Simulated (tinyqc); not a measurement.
Free and trapped electrons in a MOS channel with a dense trap tail: two steps of the calculation.

p-type body, charge-sheet picture, full ionisation (an idealisation for deep acceptors), Boltzmann statistics for free electrons. e = Ec - EF at the surface. Acceptor-like traps of density D(E) = D0 + De exp(-E/Ew) at depth E below Ec, from 0 to Eu, hold n_t = integral of D(E)/(1 + exp((e - E)/Vt)). psi = Eg - Vt ln(Nv/Na) - e; N_dep = sqrt(2 eps0 eps_r Na (psi - Vt)/q); n_f = sqrt(N_dep^2 + 2 eps0 eps_r Vt Nc exp(-e/Vt)/q) - N_dep; Vg = Vfb + psi + q (N_dep + n_t + n_f)/Cox, Cox = eps0 eox/tox.

Inputs (values chosen for the exercise); band and dielectric values close to those of 4H silicon carbide:
```
symbol    value         unit                                             meaning
T           475            K                                         temperature
Eg         3.21           eV                                            band gap
eps_r      9.63                                            relative permittivity
Nc      3.43e19        cm^-3              conduction-band density of states at T
Nv      5.02e19        cm^-3                 valence-band density of states at T
eox         3.9                           relative permittivity of the insulator
tox          34           nm                                 insulator thickness
Na       7.7e15        cm^-3                                    acceptor density
Vfb       -2.79            V            flat-band voltage without trapped charge
D0       1.1e11  cm^-2 eV^-1  constant background density of acceptor-like traps
De       5.7e13  cm^-2 eV^-1          density of the tail at the conduction edge
Ew         0.12           eV                            decay energy of the tail
Eu         0.68           eV        depth below Ec down to which the traps reach
mf          220   cm^2/(V s)                          mobility of free electrons
e         0.155           eV                              Ec - EF at the surface
```

Constants: q = 1.602176634e-19 C, kB = 1.380649e-23 J/K, Vt = kB T/q, eps0 = 8.8541878128e-14 F/cm where lengths are in cm. Results are converted to the units shown.

Question 1. Trapped charge. Trapezoid rule on 16 equal steps from 0 to Eu, f = 1/(1 + exp((e - E)/Vt)).

Wanted: E; D(E) f; n_t.

Answer 1.

```
point	E (eV)	D(E) f (cm^-2 eV^-1)
0	0	1.2660e12
1	0.042500	2.4136e12
2	0.085000	4.3157e12
3	0.12750	6.6970e12
4	0.17000	8.2293e12
5	0.21250	7.8775e12
6	0.25500	6.3646e12
7	0.29750	4.7415e12
8	0.34000	3.4252e12
9	0.38250	2.4532e12
10	0.42500	1.7586e12
11	0.46750	1.2680e12
12	0.51000	9.2290e11
13	0.55250	6.8053e11
14	0.59500	5.1039e11
15	0.63750	3.9098e11
16	0.68000	3.0718e11
```

n_t = 2.2455e12 cm^-2

Question 2. Charges and gate voltage. psi, N_dep, n_f and Vg as defined, with the n_t given; free share n_f/(n_f + n_t); apparent mobility mf n_f/(n_f + n_t); gate voltage spent on traps q n_t/Cox.

n_t = 2.2455166e12 cm^-2

Give: psi; N_dep; n_f; Vg; free share; apparent mobility; gate voltage spent on traps.

Answer 2.

psi = 2.696 V
N_dep = 4.664e11 cm^-2
n_f = 2.794e11 cm^-2
Vg = 4.624 V
free share = 11.07 %
apparent mobility = 24.35 cm^2/(V s)
gate voltage spent on traps = 3.542 V

Computed by the program tinyqc: `OMP_NUM_THREADS=1 python tinyqc.py 2222197 2222198 out.jsonl`, one thread of a shared Intel Xeon 2.30GHz, about 0.02 s for the whole run.
